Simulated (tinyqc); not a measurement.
Luttinger-Kohn k.p, four valence bands, step by step. One step of it, computed by the program tinyqc.

Question. Levels at k. Diagonalise the Hermitian matrix.

H(k) at k (eV), lower triangle (Hermitian):
```
,3/2,1/2,-1/2,-3/2
3/2,0.083506
1/2,0.010871-0.032613i,0.082799
-1/2,0.010221+0.014948i,0.000000,0.082799
-3/2,0.000000,0.010221+0.014948i,-0.010871+0.032613i,0.083506
```

Give: eigenvalues.

Answer.

eigenvalues (eV): 0.044  0.044  0.122  0.122
